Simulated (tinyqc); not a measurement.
Junction parameters from two forward currents.

Problem. D(v) = J1 (exp(v/Vt) - 1) + J2 (exp(v/(2 Vt)) - 1). Find J1, J2 and the voltage 2 Vt ln(J2/J1) near which both parts are equal.

Inputs (values chosen for the exercise): temperature T = 330 K.

Constants: q = 1.602176634e-19 C, kB = 1.380649e-23 J/K, Vt = kB T/q. Results are converted to the units shown.

junction voltages (V): [0.33, 0.64]
currents (uA/um): [6.4023938e-7, 8.5982909e-4]

Solution. The current is linear in J1 and J2, so two points give two equations.

J1 = 1.200e-13 uA/um
J2 = 1.900e-9 uA/um
crossover = 0.5500 V

tinyqc, about 0.2 s, one thread, Intel Xeon 2.30GHz (shared host): `OMP_NUM_THREADS=1 python tinyqc.py 2182084 2182085 out.jsonl`
